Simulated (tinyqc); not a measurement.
From results back to parameters: tight-binding t2g bands of a cubic perovskite. Two cases, with inputs chosen for the exercise.

Problem. At Gamma the t2g levels lie at 0 and at (Dso + Dt)/2 -/+ sqrt((Dso + Dt)^2/4 - 2 Dso Dt/3), with Dso > 0 and here Dt < 0. The two levels other than 0 come from hidden values.

Find: Dso, Dt.

Method. The sum of the two levels is Dso + Dt and their product 2 Dso Dt/3, so Dso and Dt are the roots of y^2 - S y + 3P/2 = 0; the positive one is Dso.

Case 1.

levels (eV): -0.019547  0.031547

Solution.

Dso, Dt (eV): 0.037  -0.025

Case 2.

levels (eV): -0.082195  0.338195

Solution.

Dso, Dt (eV): 0.369  -0.113

Computed by tinyqc, one run a case: `OMP_NUM_THREADS=1 python tinyqc.py N N+1 out.jsonl` with N = 1481068, 1481386; one thread of a shared Intel(R) Xeon(R) Processor @ 2.30GHz, about 0.01 s a run at most.
